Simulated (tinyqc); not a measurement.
Monte Carlo simulation of one carrier in a uniform electric field: one step, computed by the program tinyqc.

The force e F acts along +z. Flights end at the constant total rate Gamma; the part of Gamma that the real rates do not fill is self-scattering, which leaves k unchanged. One valley, no impurities and no intervalley scattering.

Task: Flight 1. Kane band: hbar^2 k^2/(2 m) = E (1 + alpha E), speed v = hbar k/(m (1 + 2 alpha E)), states per spin, volume and energy g(E) = m k (1 + 2 alpha E)/(2 pi^2 hbar^2); overlap factors are set to 1. Masses are multiplied by m_0 and all formulas are in SI units. Flight: t = -ln(r1)/Gamma; k_z grows by e F t/hbar; E follows from the band; dz = (E_end - E_start)/(e F). Use row 1 of the random numbers.

Inputs (values chosen for the exercise, modelled on CdTe):
```
quantity,value,unit
effective mass m,0.0963,m_0
non-parabolicity alpha,0.49,1/eV
lattice temperature T,100,K
electric field F,0.11,kV/cm
```

Crystal: polar. Band: Kane.

starting wave vector (1/nm): [-0.061, -0.29, 0.12]

Random numbers (0.02 to 0.98, from up to 60 sets tried for early real events), one row a flight:
```
,r1,r2,r3,r4
1,0.4737,0.6293,0.6654,0.8133
2,0.2376,0.8490,0.4438,0.2417
3,0.2733,0.8688,0.5850,0.6941
4,0.0350,0.1003,0.5641,0.3557
5,0.6833,0.7156,0.1709,0.0218
6,0.5501,0.3366,0.2419,0.8347
7,0.5569,0.4454,0.4841,0.3075
```

Gamma = 18.69590 1e12/s

Constants: e = 1.602176634e-19 C; hbar = 1.054571817e-34 J s; m_0 = 9.1093837015e-31 kg.

Give: flight time t; k at the end of the flight; energy at the end; displacement dz.

Result:

flight time t = 39.965 fs

k at the end of the flight (1/nm): [-0.06100, -0.29000, 0.12067]

energy at the end = 39.732 meV

displacement dz = 5.5648 nm
